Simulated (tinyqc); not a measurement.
Extended Hueckel theory, for H6+, step by step. The parameters take no account of the charge, which enters only through the electron count. One step of it, computed by the program tinyqc.

Question. Wolfsberg-Helmholz matrix. H_ij = K' S_ij (H_ii + H_jj)/2 for i != j (the diagonal keeps H_ii), with K' = K + D^2 + D^4 (1 - K), D = (H_ii - H_jj)/(H_ii + H_jj), K = 1.75.

overlap S:
```
          1H 1s     2H 1s     3H 1s     4H 1s     5H 1s     6H 1s
1H 1s  1.000000  0.544588  0.091128  0.018443  0.001632  0.000220
2H 1s  0.544588  1.000000  0.363497  0.091128  0.010055  0.001632
3H 1s  0.091128  0.363497  1.000000  0.544588  0.091128  0.018443
4H 1s  0.018443  0.091128  0.544588  1.000000  0.363497  0.091128
5H 1s  0.001632  0.010055  0.091128  0.363497  1.000000  0.544588
6H 1s  0.000220  0.001632  0.018443  0.091128  0.544588  1.000000
```

diagonal H_ii (eV): 1H 1s -13.600000, 2H 1s -13.600000, 3H 1s -13.600000, 4H 1s -13.600000, 5H 1s -13.600000, 6H 1s -13.600000

K = 1.750000

Give: H.

Answer.

H (eV):
```
         1H 1s    2H 1s    3H 1s    4H 1s    5H 1s    6H 1s
1H 1s  -13.600  -12.961   -2.169   -0.439   -0.039   -0.005
2H 1s  -12.961  -13.600   -8.651   -2.169   -0.239   -0.039
3H 1s   -2.169   -8.651  -13.600  -12.961   -2.169   -0.439
4H 1s   -0.439   -2.169  -12.961  -13.600   -8.651   -2.169
5H 1s   -0.039   -0.239   -2.169   -8.651  -13.600  -12.961
6H 1s   -0.005   -0.039   -0.439   -2.169  -12.961  -13.600
```
